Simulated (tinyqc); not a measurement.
From results back to parameters: two-band tight binding of a puckered layer. Two cases, with inputs chosen for the exercise.

Problem. In the two-band model of a puckered layer with hoppings t1 to t5, along y the masses are c/(gy + ey) for electrons and c/(gy - ey) for holes, with gy = -ay^2 (t1 + t3)/4, ey = -t4 ay^2/2, c = hbar^2/2m0; the gap is 2 (t2 + 2 t1 + 2 t3 + t5). The values below come from hidden hoppings.

Constants: hbar^2/2m0 = 3.80998211 eV angstrom^2.

Case 1.

Values chosen (out of a larger set: near a published set for monolayer black phosphorus; not measured data): ay = 3.27 angstrom (period along y (zigzag)).

masses along y (m0): electron 0.884692, hole 1.165362

gap = 1.5720 eV

Case 2.

Values chosen (out of a larger set: near a published set for monolayer black phosphorus; not measured data): ay = 3.33 angstrom (period along y (zigzag)).

masses along y (m0): electron 0.830920, hole 1.106555

gap = 1.3600 eV

Find: t1 + t3, t4, t2 + t5.

Solution. The mean of c/m gives gy and half the difference ey; the gap then gives t2 + t5.

Case 1.

t1 + t3, t4, t2 + t5 (eV): -1.417  -0.097  3.620

Case 2.

t1 + t3, t4, t2 + t5 (eV): -1.448  -0.103  3.576

Computed by tinyqc, one run a case: `OMP_NUM_THREADS=1 python tinyqc.py N N+1 out.jsonl` with N = 1451649, 1451652; one thread of a shared Intel(R) Xeon(R) Processor @ 2.30GHz, about 0.01 s a run at most.
